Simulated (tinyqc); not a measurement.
Inside a calculation. Model: solubility, supersaturation, precipitation and gettering of an impurity in a silicon-like host. Computed by tinyqc, a small Python program that keeps every step. Command: `OMP_NUM_THREADS=1 python tinyqc.py 3029928 3029929 out.jsonl ripen walk`. One thread of a shared host (Intel(R) Xeon(R) Processor @ 2.30GHz), about 0.01 s of CPU time with the checks. Intermediate numbers are printed to about 5 digits and carried at full precision; extremes and crossings named in words are read from the listed rows.

The wafer was saturated at T1 and is then held at T.

Inputs (values chosen for the exercise, modelled on gold in silicon): site density N0 = 5e+22 1/cm^3; enthalpy of solution H = 1.97 eV; entropy of solution S = 2.5 k_B; diffusion prefactor D0 = 0.0002 cm^2/s; migration energy Q = 1.1 eV; temperature of saturation T1 = 1475 K; anneal temperature T = 934 K; sink density n = 4.7e+08 1/cm^3; initial sink radius r0 = 66 nm; impurity density in the precipitate C_p = 3.4e+22 1/cm^3; interface energy gamma = 0.77 J/m^2; anneal time t = 15000 s; wafer thickness w = 775 micrometre.

Gettering: relaxation gettering at sinks.

Constants: k_B = 8.617333262e-05 eV/K; k_B = 1.380649e-23 J/K.

## Solubility, diffusivity, supersaturation

C_eq(T) = N0 exp(S/k_B - H/(k_B T)); D(T) = D0 exp(-Q/(k_B T)); C0 = C_eq(T1). Supersaturation s = C0/C_eq(T); critical radius r* = 2 gamma/(C_p k_B T ln s); barrier W* = (4 pi/3) gamma r*^2. Strain energy is left out.

C0 = 1.1314e+17 1/cm^3

C_eq(T) = 1.4281e+13 1/cm^3

D(T) = 2.3202e-10 cm^2/s

supersaturation s = 7922.2

critical radius r* = 0.39126 nm

W*/(k_B T) = 38.289

Sinks of radius r0 are above r* and grow. Caution: a critical radius of atomic size is outside the capillary model.

## Ham's law for sinks of fixed radius

tau0 = 1/(4 pi n r0 D); C_fixed(t) = C_eq + (C0 - C_eq) exp(-t/tau0). If all excess precipitates, the final radius is r_f = [r0^3 + 3 (C0 - C_eq)/(4 pi n C_p)]^(1/3), with tau_f = 1/(4 pi n r_f D).

tau0 = 1.1056e+05 s

C_fixed(t) = 9.8787e+16 1/cm^3

final radius r_f = 125.52 nm

tau_f = 58137 s

The sinks grow 1.9 times, so the fixed radius underrates the later rate.

## Growing precipitates

Growing sinks: with y = r/r_f and y0 = r0/r_f, dy/dt = (1 - y^3)/(3 tau_f y), which integrates to t/tau_f = F(y) - F(y0), F(y) = (1/2) ln[(1 + y + y^2)/(1 - y)^2] - sqrt(3) arctan[(2y + 1)/sqrt(3)]; the share of the excess left is (1 - y^3)/(1 - y0^3), and C(t) = C_eq + (C0 - C_eq) x share.

radius at t = 80.686 nm

share of the excess left = 0.85929

C(t) with growing sinks = 9.7222e+16 1/cm^3

14.1 % of the excess has precipitated.

## Denuded zone

Near a surface held at C_eq(T) the excess decays by out-diffusion over sqrt(D t) and by capture over L_s = sqrt(D tau_f) = (4 pi n r_f)^(-1/2); the shorter length sets the depth from which the surface draws.

sqrt(D t) = 18.656 micrometre

capture length L_s = 36.728 micrometre

L_s/w = 0.047390

In the time given a surface draws only from within about sqrt(D t), which is shorter than L_s; in a longer anneal the sinks would keep this depth to about L_s.

## The best anneal temperature for the time t

C_eq(T) = N0 exp(S/k_B - H/(k_B T)); D(T) = D0 exp(-Q/(k_B T)); C0 = C_eq(T1). r_f = [r0^3 + 3 (C0 - C_eq)/(4 pi n C_p)]^(1/3), tau_f = 1/(4 pi n r_f D).

Dissolved share after t:
```
T (K)     C_eq/C0   tau_f (s)  C(t)/C0
664    6.0081e-09  1.5065e+07  0.99948
767    6.1190e-07  1.1397e+06  0.99306
885    3.2554e-05  1.2390e+05  0.93483
1003   6.7987e-04  2.2709e+04  0.64627
1121   7.4884e-03  5.9599e+03  0.12937
1239   5.2226e-02  2.0414e+03  0.05318
1342   2.1523e-01  9.7574e+02  0.21523
1416   5.2425e-01  6.7617e+02  0.52425
```

The lowest dissolved share among these rows is 0.053 at 1239 K. Above it solubility sets the floor; below it diffusion is too slow for this time. Solubility falls with H = 1.97 eV and diffusion with Q = 1.1 eV.

Checks made by the program: radius against numerical integration (relative difference below 1e-10).
